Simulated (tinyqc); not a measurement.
Threshold spread from leakage statistics.

Problem. VT is Gaussian with standard deviation s and Ioff goes as exp(-VT/(n Vt)), so Ioff is log-normal: mean/median = exp(w^2/2) with w = s/(n Vt). Find w, s, the relative standard deviation sqrt(exp(w^2) - 1) and the share of devices that leak more than the mean, erfc(w/(2 sqrt(2)))/2.

Values chosen for this exercise: temperature T = 300 K; subthreshold factor n = 1.28.

Constants: q = 1.602176634e-19 C, kB = 1.380649e-23 J/K, Vt = kB T/q. Results are converted to the units shown.

mean/median of the off current = 1.4292829

Solution. w = sqrt(2 ln(mean/median)); the mean lies w/2 standard deviations out in ln Ioff.

w = 0.845
s = 28.0 mV
relative standard deviation = 1.02
share above the mean = 33.6 %

tinyqc, about 0.02 s, one thread, Intel Xeon 2.30GHz (shared host): `OMP_NUM_THREADS=1 python tinyqc.py 2090127 2090128 out.jsonl`
